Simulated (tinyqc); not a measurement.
# Free and trapped electrons in a MOS channel with a dense trap tail, step by step

tinyqc, about 0.02 s, one thread, Intel Xeon 2.30GHz (shared host): `OMP_NUM_THREADS=1 python tinyqc.py 2222051 2222052 out.jsonl` Printed values are rounded.

p-type body, charge-sheet picture, full ionisation (an idealisation for deep acceptors), Boltzmann statistics for free electrons. e = Ec - EF at the surface. Acceptor-like traps of density D(E) = D0 + De exp(-E/Ew) at depth E below Ec, from 0 to Eu, hold n_t = integral of D(E)/(1 + exp((e - E)/Vt)). psi = Eg - Vt ln(Nv/Na) - e; N_dep = sqrt(2 eps0 eps_r Na (psi - Vt)/q); n_f = sqrt(N_dep^2 + 2 eps0 eps_r Vt Nc exp(-e/Vt)/q) - N_dep; Vg = Vfb + psi + q (N_dep + n_t + n_f)/Cox, Cox = eps0 eox/tox.

Inputs (values chosen for the exercise); band and dielectric values close to those of silicon:
```
symbol,value,unit,meaning
T,400,K,temperature
Eg,1.14,eV,band gap
eps_r,11.6,,relative permittivity
Nc,4.33e19,cm^-3,conduction-band density of states at T
Nv,4.1e19,cm^-3,valence-band density of states at T
eox,3.9,,relative permittivity of the insulator
tox,39,nm,insulator thickness
Na,8.6e15,cm^-3,acceptor density
Vfb,-0.93,V,flat-band voltage without trapped charge
D0,1.7e10,cm^-2 eV^-1,constant background density of acceptor-like traps
De,6.8e12,cm^-2 eV^-1,density of the tail at the conduction edge
Ew,0.08,eV,decay energy of the tail
Eu,0.55,eV,depth below Ec down to which the traps reach
mf,230,cm^2/(V s),mobility of free electrons
e,0.26,eV,Ec - EF at the surface
```

Constants: q = 1.602176634e-19 C, kB = 1.380649e-23 J/K, Vt = kB T/q, eps0 = 8.8541878128e-14 F/cm where lengths are in cm. Results are converted to the units shown.

## Trapped charge

Trapezoid rule on 16 equal steps from 0 to Eu, f = 1/(1 + exp((e - E)/Vt)).

```
point     E (eV)  D(E) f (cm^-2 eV^-1)
0              0             3.61000e9
1      0.0343750             6.37074e9
2        0.06875            1.12334e10
3       0.103125            1.97470e10
4         0.1375            3.43871e10
5       0.171875            5.83300e10
6       0.206250            9.26428e10
7       0.240625            1.28131e11
8          0.275            1.43026e11
9       0.309375            1.28548e11
10      0.343750            1.00688e11
11      0.378125            7.47969e10
12        0.4125            5.55249e10
13      0.446875            4.23145e10
14      0.481250            3.35395e10
15      0.515625            2.77813e10
16          0.55            2.40211e10
```

n_t = 3.33739e10 cm^-2

With 1600 steps n_t = 3.339e10 cm^-2; the coarse value is 0.043 % below it.

## Charges and gate voltage

psi, N_dep, n_f and Vg as defined, with the n_t given; free share n_f/(n_f + n_t); apparent mobility mf n_f/(n_f + n_t); gate voltage spent on traps q n_t/Cox.

psi = 0.588060 V
N_dep = 2.47062e11 cm^-2
n_f = 1.97310e10 cm^-2
Vg = 0.201216 V
free share = 37.1548 %
apparent mobility = 85.4561 cm^2/(V s)
gate voltage spent on traps = 0.0603905 V
